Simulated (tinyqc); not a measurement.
Trading HF for NH4F at fixed fluoride: speciation in dilute and buffered hydrofluoric acid, oxide etch rate and bath loading. Computed by tinyqc, a small Python program. Command: `OMP_NUM_THREADS=1 python tinyqc.py 3120895 3120896 out.jsonl hfetch walk`. One thread of a shared host (Intel(R) Xeon(R) Processor @ 2.30GHz), about 0.01 s of CPU time with the checks.

Concentrations stand for activities, NH4+ and Cl- are spectators, and water ionisation is neglected. H, F and HF2 denote the ions H+, F- and HF2-. The base temperature is 298 K.

Inputs (values chosen for the exercise, of the order of those for thermal oxide at room temperature):

| quantity | value | unit |
|---|---|---|
| HF added | 0.23 | mol/L |
| NH4F added | 0 | mol/L |
| K1 = [H][F]/[HF] | 0.000722 | mol/L |
| K2 = [HF2]/([HF][F]) | 4.06 | L/mol |
| K3 = [H2F2]/[HF]^2 | 0 | L/mol |
| rate constant of neutral HF k_a | 18 | nm L/(min mol) |
| rate constant of HF2 k_b | 48 | nm L/(min mol) |

Method:
- Fluoride balance: [HF] + [F] + 2 [HF2] + 2 [H2F2] = HF added + NH4F added. Acid balance: [H] + [HF] + [HF2] + 2 [H2F2] = HF added + HCl added. For a trial [H], [HF] = [H][F]/K1, and the fluoride balance is a quadratic in [F].
- Rate = k_a ([HF] + 2 [H2F2]) + k_b [HF2], an empirical two-term form.
- Total fluoride is held at HF + NH4F added, without HCl; x is the share added as HF.

Against x:

| x | pH | [F] (mol/L) | [HF] (mol/L) | [HF2] (mol/L) | rate (nm/min) |
|---|---|---|---|---|---|
| 0.05 | 4.6811 | 0.21319 | 0.00615 | 0.005326 | 0.3664 |
| 0.15 | 4.1016 | 0.18100 | 0.01984 | 0.014580 | 1.0570 |
| 0.30 | 3.6315 | 0.13669 | 0.04422 | 0.024543 | 1.9741 |
| 0.40 | 3.3820 | 0.11012 | 0.06329 | 0.028296 | 2.4974 |
| 0.50 | 3.1487 | 0.08611 | 0.08469 | 0.029605 | 2.9454 |
| 0.60 | 2.9179 | 0.06474 | 0.10832 | 0.028471 | 3.3164 |
| 0.75 | 2.5508 | 0.03776 | 0.14713 | 0.022555 | 3.7310 |
| 0.90 | 2.1142 | 0.01748 | 0.18611 | 0.013207 | 3.9839 |
| 1.00 | 1.7819 | 0.00900 | 0.20595 | 0.007525 | 4.0683 |

What does the comparison show, and why?

[HF2] is largest at x = 0.5 and the rate at x = 1 among these rows; HF2 needs both HF and F.

Extremes, crossings and ranges named in words are read from the listed rows.
